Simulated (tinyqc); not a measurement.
Kinetic Monte Carlo and master equation for a particle on a ring of sites with traps and bias. From one set of inputs to another, one input at a time. Computed by tinyqc, a small Python program. Command: `OMP_NUM_THREADS=1 python tinyqc.py 3018516 3018517 out.jsonl kmc ladder`. One thread of a shared host (Intel(R) Xeon(R) Processor @ 2.30GHz), about 0.01 s of CPU time with the checks.

5 sites on a ring, numbered 1 to 5. The saddle between i and i+1 lies at E0 + s b_i and site i at s eps_i; a force F tilts the landscape, with the saddle half-way.

The inputs printed are set A. Inputs not listed in the table keep their values of set A, so the rows need not describe a real material.

Inputs (values chosen for the exercise, for a model defect): reference barrier E0 = 0.86 eV; scale factor s of the disorder = 1; attempt frequency nu = 8.7 THz; temperature T = 820 K; site spacing a = 3.2 angstrom; force F along the ring = 0.0071 eV/angstrom.

Disorder: random barriers.

site energies eps_i (eV): [0, 0, 0, 0, 0]

saddle shifts b_i between sites i and i+1 (eV): [-0.0095, -0.11, 0.09, -0.07, -0.044]

Constants: k_B = 8.617333262e-05 eV/K.

Method:
- Rates: k(i to i+1) = nu exp(-(E0 + s b_i - s eps_i - F a/2)/(k_B T)), k(i to i-1) = nu exp(-(E0 + s b_(i-1) - s eps_i + F a/2)/(k_B T)).
- Share right = k right/(k right + k left); mean stay = 1/(k right + k left).
- Master equation dP/dt = W P, W_(i+1,i) = k right, W_(i-1,i) = k left, columns summing to zero. The steady state is its null vector; drift v = a sum P_i (k right - k left). D = a^2 lambda''(0)/2, where lambda(q) is the leading eigenvalue of W with right hops weighted by exp(q) and left hops by exp(-q).
- The slowest relaxation rate is minus the real part of the next eigenvalue of W. 1 angstrom = 1e-8 cm.
- At zero force D0 = a^2 nu exp(-E0/(k_B T)) / [<exp(-s eps/(k_B T))> <exp(s b/(k_B T))>], with means over the ring; Einstein relation v = D0 F/(k_B T); 1 angstrom = 1e-8 cm.

Each row keeps all changes above it:
```
input moved                             from      to  drift velocity v (cm/s)  slowest relaxation rate (1/s)  D0 over the value without disorder
set A                                      -       -                   0.4183                     4.6058e+07                             0.89818
site spacing a (angstrom)                3.2     2.7                   0.2974                     4.5124e+07                             0.89818
temperature T (K)                        820     790                   0.1899                     2.8315e+07                             0.87702
reference barrier E0 (eV)               0.86    0.74                   1.1070                     1.6503e+08                             0.87702
force F along the ring (eV/angstrom)  0.0071  0.0068                   1.0599                     1.6429e+08                             0.87702
attempt frequency nu (THz)               8.7     1.9                   0.2315                     3.5879e+07                             0.87702
```

Drift velocity v goes from 0.418 to 0.231, a factor 0.553 in all. The largest single move comes from reference barrier E0 (a factor 5.83), but it runs against the net change; the largest move in the direction of the net change is attempt frequency nu (a factor 0.218). Slowest relaxation rate goes from 4.61e7 to 3.59e7, a factor 0.779 in all. The largest single move comes from reference barrier E0 (a factor 5.83), but it runs against the net change; the largest move in the direction of the net change is attempt frequency nu (a factor 0.218). D0 over the value without disorder goes from 0.898 to 0.877, a factor 0.9764 in all. The largest single move comes from temperature T (a factor 0.9764). The single moves hold for this order of the switches; the total does not depend on the order.

Extremes, crossings and ranges named in words are read from the listed rows.
